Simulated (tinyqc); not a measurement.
# One-sided p+-n junction, ionisation integral and breakdown: multiplication against voltage

A p+ layer at x < 0 and an n drift layer from x = 0. Depletion approximation, built-in voltage neglected. Local ionisation coefficients alpha_n = an exp(-(bn/E)^mx), alpha_p = ap exp(-(bp/E)^mx). Electrons move towards +x, holes towards x = 0.

W = sqrt(2 eps0 eps_r V/(q N)), peak field E0 = q N W/(eps0 eps_r), falling linearly to 0 at W. G(x) = integral from 0 to x of (alpha_n - alpha_p); I_n = integral of alpha_n exp(-G) (electrons injected at x = 0), I_p = integral of alpha_p exp(G(end) - G) (holes injected at the far edge); M = 1/(1 - I). Integrals on a fine grid; BV is where I_n = 1. Here BV = 3820.91 V; the Miller exponent is n = ln(1 - 1/M)/ln(V/BV).

Inputs (values chosen for the exercise); material values close to those of gallium nitride:
- eps_r = 9.46 (relative permittivity)
- an = 2.89e8 1/cm (prefactor of the electron ionisation coefficient)
- bn = 3.47e7 V/cm (field constant for electrons)
- ap = 1.34e8 1/cm (prefactor of the hole ionisation coefficient)
- bp = 1.93e7 V/cm (field constant for holes)
- mx = 1 (exponent)
- N = 3.4e15 cm^-3 (donor density of the drift layer)

Constants: q = 1.602176634e-19 C, eps0 = 8.8541878128e-14 F/cm where lengths are in cm. Results are converted to the units shown.

Results:
```
V (V)	E0 (kV/cm)	I_n	I_p	M_n	M_p	Miller n, electrons	Miller n, holes
1530	1.41e3	4.95e-7	0.0211	1.00	1.02	15.9	4.21
2290	1.73e3	7.47e-5	0.316	1.00	1.46	18.6	2.25
2670	1.86e3	4.95e-4	0.632	1.00	2.72	21.2	1.28
3060	2.00e3	0.00351	0.894	1.00	9.45	25.5	0.504
3290	2.07e3	0.0133	0.966	1.01	29.8	28.9	0.228
3520	2.14e3	0.0660	0.993	1.07	145	33.1	0.0846
3670	2.18e3	0.231	0.998	1.30	603	36.4	0.0412
3760	2.21e3	0.539	1.00	2.17	2.31e3	38.4	0.0269
```

Estimate the missing row, V = 1910 V.

Computed row:
```
V (V)	E0 (kV/cm)	I_n	I_p	M_n	M_p	Miller n, electrons	Miller n, holes
1910	1.58e3	8.38e-6	0.105	1.00	1.12	16.9	3.25
```

With this row back in the table: M_n rises from 1.000 to 2.17 and M_p from 1.022 to 2310; both diverge at BV. The Miller exponent for electrons rises from 15.9 to 38.4 and that for holes falls from 4.21 to 0.0269, so one exponent describes neither over the whole range. The larger multiplication belongs to holes, whose coefficient at the peak field of the last row is 490 times the other.

tinyqc, about 0.1 s, one thread, Intel Xeon 2.30GHz (shared host): `OMP_NUM_THREADS=1 python tinyqc.py 2120102 2120103 out.jsonl`
